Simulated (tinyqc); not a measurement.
Worked calculation: hydrogenic impurity: series, fields, screening, photoionisation and donor-acceptor pairs. Computed by tinyqc, a small Python program that keeps every step. Command: `OMP_NUM_THREADS=1 python tinyqc.py 3004625 3004626 out.jsonl hydrogenic walk`. One thread of a shared host (Intel(R) Xeon(R) Processor @ 2.30GHz), about 0.01 s of CPU time with the checks. Intermediate numbers are printed to about 7 digits and carried at full precision; extremes and crossings named in words are read from the listed rows.

One isotropic, parabolic band. Effective units: Ry* and a*, in which H = -nabla^2 - 2/r.

Inputs (values chosen for the exercise, modelled on AlN):
```
quantity                   value   unit
electron mass m            0.332    m_0
dielectric constant eps     8.81      -
donor density N          6.5e+18  cm^-3
magnetic field B              41      T
```

Parts treated: magnetic field and screening.

Constants: Ry = 13.605693123 eV; a_0 = 0.529177210903 angstrom; h x 1 THz = 4.135667696 meV; mu_B = 5.7883818060e-05 eV/T.

## Effective units and the series

Ry* = Ry m/eps^2, a* = a_0 eps/m; level n is bound by Ry*/n^2; <r> = (3/2) a* in 1s; lines 1s -> np at Ry* (1 - 1/n^2); 1 THz = 4.135667696 meV.

Ry* = 58.19785 meV

a* = 14.04232 angstrom

<r> of 1s = 21.06348 angstrom

Series:
```
n  binding (meV)  line from 1s (meV)  line (THz)
2       14.54946            43.64839    10.55413
3        6.46643            51.73142    12.50860
4        3.63737            54.56048    13.19267
5        2.32791            55.86994    13.50929
```

## Overlap of donors

Wigner-Seitz radius r_s = (3/(4 pi N))^(1/3); Mott criterion N_c^(1/3) a* = 0.26; overlap of two 1s orbitals at distance d: S = exp(-x)(1 + x + x^2/3), x = d/a*, with d = N^(-1/3).

r_s = 33.24038 angstrom

Mott density = 6.347507e+18 cm^-3

N over the Mott density = 1.024024

overlap S = 0.2129125

The sample is on the metallic side of the criterion: isolated levels no longer exist. Caution: N lies above the Mott density, where the levels of isolated donors have no meaning.

## Donor in a magnetic field

gamma = hbar omega_c/(2 Ry*) = mu_B B/(m Ry*). For m_z = 0, H = -nabla^2 - 2/r + gamma^2 rho^2/4, and the band edge moves to gamma Ry*. Basis: exp(-al rho^2 - be z^2), al_k = 0.02 x 2.4^k + gamma/4 x c with k = 0..11, be_k = 0.02 x 2.4^k and c = 0, 0.5, 1 (36 functions). With A = al_i + al_j, B = be_i + be_j (not the field) and the common factor pi^(3/2) dropped: S = 1/(A sqrt(B)), kinetic S (4 al_i al_j/A + 2 be_i be_j/B), <rho^2> = S/A, <1/r> = (2/sqrt(pi)) atanh(u)/(A u), u = sqrt(1 - B/A), which is (2/sqrt(pi))/A when A = B; overlap eigenvalues below 1e-11 are dropped. Binding = (gamma - E) Ry*; the spin term shifts level and edge alike.

gamma = 0.1228276

hbar omega_c = 14.29661 meV

magnetic length a*/sqrt(gamma) = 40.06738 angstrom

ground level = -57.76532 meV

binding energy in the field = 64.91362 meV

The field squeezes the orbit and raises the binding by a factor 1.115.

## Weak-field and exact binding

Perturbation theory: E = -1 + gamma^2/2 - (53/96) gamma^4 Ry*.

Ground level (Ry*):
```
gamma     B (T)       basis  second order  fourth order   binding
0.012    4.0056  -0.9999198    -0.9999280     -0.999928  1.011920
0.031   10.3478  -0.9995131    -0.9995195     -0.999520  1.030513
0.061   20.3619  -0.9981401    -0.9981395     -0.998147  1.059140
0.120   40.0561  -0.9929010    -0.9928000     -0.992914  1.112901
0.250   83.4503  -0.9704877    -0.9687500     -0.970907  1.220488
0.300  100.1404  -0.9583658    -0.9550000     -0.959472  1.258366
0.490  163.5626  -0.8981174    -0.8799500     -0.911777  1.388117
0.500  166.9006  -0.8944130    -0.8750000     -0.909505  1.394413
0.700  233.6608  -0.8114396    -0.7550000     -0.887555  1.511440
1.000  333.8012  -0.6623278    -0.5000000     -1.052083  1.662328
```

Second order stays within 1 % of the basis value up to gamma = 0.30 of those listed and fourth order up to 0.30; beyond, the truncated (asymptotic) series fails, while the binding keeps growing slowly, to 1.66 Ry* at gamma = 1.0. Rows above about 100 T are beyond laboratory magnets, and there polaron and band-shape effects enter.

## Binding under screening

Thomas-Fermi screening by N free electrons of one valley, taken as a degenerate gas (the hypothesis that all donors are ionised): q a* = sqrt(4 k_F a*/pi), k_F = (3 pi^2 N)^(1/3). Screened potential -(2/r) exp(-q r). Basis exp(-zeta r), zeta_k = 0.02 x 1.6^k, k = 0..23: S = 2/s^3, T = zeta_i zeta_j S, V = -2/(s + q)^2 with s = zeta_i + zeta_j; overlap eigenvalues below 1e-11 are dropped.

q a* = 1.016008

screened binding energy = 1.001948 meV

Screening leaves 1.7 % of the binding.

## From screening to the Mott criterion

First order: 1 - 2 q a*. One exponent: the maximum over zeta of 8 zeta^3/(2 zeta + q)^2 - zeta^2 (golden section on 0.01 to 1.2).

Binding (Ry*):
```
N^(1/3) a*     N (cm^-3)      q a*  first order  one exponent      basis
0.0052      5.078005e+13  0.143118     0.713764     0.7419659  0.7420140
0.0160      1.479255e+15  0.251045     0.497910     0.5800500  0.5803953
0.0390      2.142284e+16  0.391944     0.216112     0.4041123  0.4056120
0.0790      1.780592e+17  0.557835    -0.115669     0.2412575  0.2457379
0.1300      7.934383e+17  0.715589    -0.431178     0.1250678  0.1342884
0.2000      2.889170e+18  0.887579    -0.775157     0.0368275  0.0529873
0.2600      6.347507e+18  1.011995    -1.023991     0.0000000  0.0180283
```

The binding falls from 0.742 to 0.018 Ry*. First order, a constant shift of the potential, overshoots and turns negative from q a* = 0.5. One exponent loses the state at q a* = 1 (N^(1/3) a* = 0.254, the classic form of the Mott criterion); the full basis keeps it to 1.19. The dilute rows are formal, since there the electrons are bound or non-degenerate.

Checks made by the program: weak-field limit -1 + gamma^2/2 (relative difference 8e-06); the bound state at q = 0 (relative difference 8e-07).
